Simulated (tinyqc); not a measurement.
Finite line against the semi-infinite law: electromigration in a confined line: Blech product, Korhonen stress evolution and Black's law. Computed by tinyqc, a small Python program. Command: `OMP_NUM_THREADS=1 python tinyqc.py 3011240 3011241 out.jsonl emigr walk`. One thread of a shared host (Intel(R) Xeon(R) Processor @ 2.30GHz), about 0.01 s of CPU time with the checks.

The electron wind pushes atoms from the cathode (x = 0) to the anode (x = L); blocking ends build a back stress (tension positive). The input rho is taken not to change with temperature. d sigma/dt = d/dx [kappa (d sigma/dx + G)], with zero flux at both ends and sigma = 0 at t = 0.

Inputs (values chosen for the exercise, close to those used for ruthenium lines):
```
quantity                      value          unit
resistivity rho                14.1  micro-ohm cm
atomic volume Omega            13.6    angstrom^3
effective charge number Z*      1.4             -
prefactor D0                6.4e-07         m^2/s
activation energy E            1.42            eV
effective modulus B              60           GPa
critical stress sigma_c         480           MPa
current density j               3.1       MA/cm^2
line length L                   270            um
test temperature T              220             C
```

Start: stress-free.

Constants: e = 1.602176634e-19 C; k_B = 8.617333262e-05 eV/K; k_B = 1.380649e-23 J/K.

Method:
- G = Z* e rho j/Omega; D = D0 exp(-E/(k_B T)); kappa = D B Omega/(k_B T); drift velocity of an unconfined line v = D Z* e rho j/(k_B T). SI: 1 micro-ohm cm = 1e-8 ohm m, 1 MA/cm^2 = 1e10 A/m^2.
- Temperatures in kelvin are T(C) + 273.15.
- At steady state sigma(x) = G (L/2 - x). A void forms only if the cathode stress reaches sigma_c, that is if j L exceeds (j L)_c = 2 Omega (sigma_c)/(Z* e rho). Time scale tau = L^2/kappa.
- sigma(x, t) = G L [1/2 - x/L - 4 sum_(m odd) cos(m pi x/L) exp(-m^2 pi^2 s)/(m pi)^2], s = t/tau, summed to m = 399.
- Semi-infinite line: sigma(0, t) = 2 G L sqrt(s/pi). One-term form: keep m = 1 alone.

tau = 8.57825e+07 h

stress gradient G = 72.0909 MPa/um

Cathode stress (MPa):
```
s           t (h)  full series  semi-infinite  one term
0.002  1.7156e+05        982.2            982    1997.8
0.005  4.2891e+05       1553.0           1553    2223.4
0.01   8.5782e+05       2196.3           2196    2585.0
0.02   1.7156e+06       3106.1           3106    3256.7
0.05   4.2891e+06       4905.9           4911    4916.2
0.1    8.5782e+06       6792.0           6945    6792.1
0.2    1.7156e+07       8636.4           9822    8636.4
0.4    3.4313e+07       9580.0          13891    9580.0
0.8    6.8626e+07       9729.3          19645    9729.3
```

What follows from these numbers?

Among these rows the semi-infinite law holds to 1 % up to s = 0.05 and the one-term form from s = 0.05 on: the far end is felt once sqrt(kappa t) is no longer small against L, and by then the terms with m > 1 have nearly died out. The critical stress 480 MPa is already passed in the first row. Caution: rows beyond sigma_c are formal, since a void ends the model there.
